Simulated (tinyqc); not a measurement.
Worked calculation: density of states of one tight-binding band of a chain. Values are carried at full precision from step to step, so a last printed digit may differ when a step is redone from the rounded ones.

E(k) = -2 t cos(2 pi k) - 2 t2 cos(4 pi k); k in fractions of the reciprocal vectors, mesh k_i = j/N with j = 0 .. N-1. Densities are per cell and per spin, so the band holds one state.

Inputs chosen for the exercise:
- t = 1.92 eV (nearest hopping)
- t2 = -0.26 eV (second hopping)
- N = 12 (mesh points along each axis)
- bins = 8 (bins of the histogram)
- E_lo = -3.413 eV (lower end of the histogram)
- E_hi = 4.417 eV (upper end)
- E = -0.13 eV (energy at which the density is wanted)
- sigma = 0.384 eV (Gaussian width)

## Energies on the mesh

Evaluate the band at all 12 points and collect equal values.

Distinct energies:
```
E_k (eV)  points
-3.3200        1
-3.0655        2
-2.1800        2
-0.5200        2
1.6600         2
3.5855         2
4.3600         1
```

The 12 points give 7 distinct energies between -3.3200 and 4.3600 eV; a dense mesh gives a band from -3.320 to 4.360 eV.

## Histogram

Count the points in equal bins from E_lo to E_hi; g = count/(all points x bin width).

Histogram:
```
from (eV)  to (eV)  points  g (1/eV)
-3.4130    -2.4343       3    0.2554
-2.4343    -1.4555       2    0.1703
-1.4555    -0.4768       2    0.1703
-0.4768     0.5020       0    0.0000
0.5020      1.4808       0    0.0000
1.4808      2.4595       2    0.1703
2.4595      3.4383       0    0.0000
3.4383      4.4170       3    0.2554
```

Empty bins: 3 of 8; the fullest holds 3 points. Empty bins inside the band come from the coarse mesh, not from gaps.

## Gaussian broadening at one energy

Gaussian broadening: g(E) = mean over the mesh of exp(-(E - E_k)^2/(2 sigma^2))/(sigma sqrt(2 pi)), n(E) = mean of erfc((E_k - E)/(sigma sqrt 2))/2.

Sum over the distinct energies with their counts.

n(E) = 0.5575
g(E) = 0.1034 1/eV

## Sum over all linear segments

Each interval of the mesh is a segment with E linear in k: n = (E - e1)/(e2 - e1), g = 1/(e2 - e1) between its end values.

Average n and g over all pieces of the mesh. The reference uses the same method with N = 4000.

n(E) = 0.5298
g(E) = 0.0765 1/eV
reference n(E) = 0.532
reference g(E) = 0.079 1/eV

On this mesh the linear method errs by -0.003 1/eV in g and -0.002 in n; the Gaussian sum erred by +0.024 and +0.026.

## Checks

- States below the top of the band by the linear method against one: both 1.000000.

Computed by tinyqc, a small Python program: `OMP_NUM_THREADS=1 python tinyqc.py 1682417 1682418 out.jsonl` (the numbers bound the seed that draws the inputs); one thread of a shared host (Intel(R) Xeon(R) Processor @ 2.30GHz), about 0.01 s for the whole set of steps.
